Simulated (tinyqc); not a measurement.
Polarisation and half-bias from two TMR values.

Problem. A tunnel junction has TMR = TMR0/(1 + (V/Vh)^2), TMR0 = 2 P1 P2/(1 - P1 P2). Find TMR0, Vh and P2.

Inputs (values chosen for the exercise):
```
symbol  value  unit                                   meaning
P1       0.52        spin polarisation of the reference layer
```

TMR at 0.1 and 0.5 V (%): [83.171181, 44.039475]

Solution. 1/TMR is linear in V^2, and P1 P2 = TMR0/(2 + TMR0).

TMR0 = 86.37 %
Vh = 0.5100 V
P2 = 0.5800

Numbers from tinyqc (`OMP_NUM_THREADS=1 python tinyqc.py 2450054 2450055 out.jsonl`; about 0.01 s on one thread of a shared Intel Xeon 2.30GHz).
